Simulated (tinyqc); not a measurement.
From allowed ramp rate back to wafer spacing s: thermal and gravitational stress in a wafer during furnace and rapid thermal processing, and the onset of slip. Computed by tinyqc, a small Python program. Command: `OMP_NUM_THREADS=1 python tinyqc.py 3023215 3023216 out.jsonl slip inv`. One thread of a shared host (Intel(R) Xeon(R) Processor @ 2.30GHz), about 0.02 s of CPU time with the checks.

A thin free disc in plane stress, isotropic; T(r) = T_centre + dT (r/R)^n with n = 2. Stress is positive in tension; sigma_SB = 5.670374419e-8 W/(m^2 K^4), g = 9.80665 m/s^2.

Inputs (values chosen for the exercise, for a model wafer):
```
quantity                              value        unit
wafer radius R                           75          mm
thickness t                             675  micrometre
Young's modulus E                       152         GPa
expansion alpha                         4.1      1e-6/K
temperature T                          1050           K
prefactor A of the critical stress  0.00021         MPa
energy U of the critical stress           1          eV
density rho                            2330      kg/m^3
heat capacity c                         973    J/(kg K)
conductivity k                         28.4     W/(m K)
ramp rate                               1.2       K/min
```

Constants: k_B = 8.617333262e-05 eV/K.

Method. Critical resolved stress tau_c = A exp(U/(k_B T)), a form chosen for the exercise; slip when 0.492799 |s_tt(R)| > tau_c; allowed |dT| = tau_c (n + 2)/(0.492799 n alpha E). In a stack heated from the rim, heat flows inward by conduction and by radiation between wafers: k_eff = k + (16/3) sigma_SB T^3 s^2/t (a diffusion estimate with the spacing as path length). A steady ramp gives the parabolic lag dT = rho c (ramp) R^2/(4 k_eff); the allowed ramp uses n = 2.

Question. A run gave the result below. Find the wafer spacing s, known to lie between 4.3 and 8 mm.

allowed ramp rate = 64.62298 K/min

Answer.

Each step takes the trial c = (a f_b - b f_a)/(f_b - f_a), f being the result less the target and a, b, c the logarithms of the listed values; c replaces end b, the old b replaces a if the sign of f changed, and otherwise f_a is halved.

Scan of the range:
```
wafer spacing s (mm)  allowed ramp rate (K/min)
4.30                                    61.6635
4.77                                    65.2522
5.29                                    69.6561
5.87                                    75.1052
6.50                                    81.6658
7.21                                    89.8605
8.00                                    99.9761
```

False position (Illinois rule, in the logarithm of the input) inside the bracket:
```
step    end a    end b    trial  allowed ramp rate (K/min)
1     4.30000  4.77000  4.68403                    64.5680
2     4.77000  4.68403  4.69088                    64.6221
3     4.77000  4.69088  4.69111                    64.6239
4     4.69088  4.69111  4.69100                    64.6230
```

Allowed ramp rate rises at every point of a 13-point scan of the range (every second point is shown), so one value fits; it is bracketed by 4.30 and 4.77. Answer: wafer spacing s = 4.691 mm.
